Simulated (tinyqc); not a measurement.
# Changing the hole prefactor a_p

Model: avalanche multiplication and breakdown of a junction from ionisation integrals. Computed by tinyqc, a small Python program. Command: `OMP_NUM_THREADS=1 python tinyqc.py 3031132 3031133 out.jsonl impact sweep`. One thread of a shared host (Intel(R) Xeon(R) Processor @ 2.30GHz), about 0.03 s of CPU time with the checks.

Ionisation coefficients follow the local field. Position x runs through the depletion layer from the p side (x = 0), where electrons enter, to the n side (x = w), where holes enter. The built-in voltage is neglected.

Inputs (values chosen for the exercise, modelled on germanium):

| quantity | value | unit |
|---|---|---|
| electron prefactor a_n | 1.48e+07 | 1/cm |
| electron field b_n | 1.58e+06 | V/cm |
| hole field b_p | 1.27e+06 | V/cm |
| exponent c | 1 | - |
| permittivity eps | 16 | - |
| layer width W | 3 | micrometre |
| bias as a fraction of the breakdown voltage | 0.78 | - |

Junction: p-i-n with uniform field.

Constants: e = 1.602176634e-19 C; eps_0 = 8.8541878128e-12 F/m.

Method:
- alpha_n = a_n exp(-(b_n/F)^c), alpha_p = a_p exp(-(b_p/F)^c).
- Uniform field F = F_m, w = W, V = F_m W.
- With Phi(x) = int_0^x (alpha_n - alpha_p) dx': 1 - 1/M_n = I_n = int_0^w alpha_n exp(-Phi) dx and M_p = M_n exp(-Phi(w)); trapezoid rule on 401 even points; breakdown at I_n = 1.
- Solve I_n(F_m) = 1.
- Bias V = fraction times the breakdown voltage.
- M_n = 1/(1 - I_n), M_p = M_n exp(-Phi(w)); McIntyre excess noise for the carrier with the larger M, F_x = k M + (1 - k)(2 - 1/M), with k = (smaller M - 1)/(larger M - 1).

One run for each value:

| hole prefactor a_p (1/cm) | breakdown voltage (V) | effective k | excess noise factor | M_n |
|---|---|---|---|---|
| 9.40e+04 | 67.02 | 0.0376 | 1.415 | 1.679 |
| 2.50e+05 | 64.45 | 0.1074 | 1.320 | 1.440 |
| 6.80e+05 | 61.44 | 0.3200 | 1.226 | 1.263 |
| 1.80e+06 | 58.12 | 0.9462 | 1.145 | 1.146 |
| 4.90e+06 | 54.38 | 0.3372 | 1.186 | 1.071 |
| 1.30e+07 | 50.58 | 0.1078 | 1.230 | 1.031 |
| 3.50e+07 | 46.74 | 0.0330 | 1.266 | 1.012 |
| 9.40e+07 | 43.10 | 0.0099 | 1.288 | 1.004 |

What does the table show, and why?

Over the rows, breakdown voltage (V) falls from 67.0 to 43.1 (exponent d ln y / d ln x -0.040 between the first rows and -0.082 between the last); effective k goes from 0.0376 through a maximum among these rows, 0.946 at 1.80e6, to 0.00990; excess noise factor goes from 1.41 through a minimum among these rows, 1.14 at 1.80e6, to 1.29. Breakdown needs feedback from both carriers; weakening one raises V_B much less than in proportion but changes the noise.

Extremes, crossings and ranges named in words are read from the listed rows.
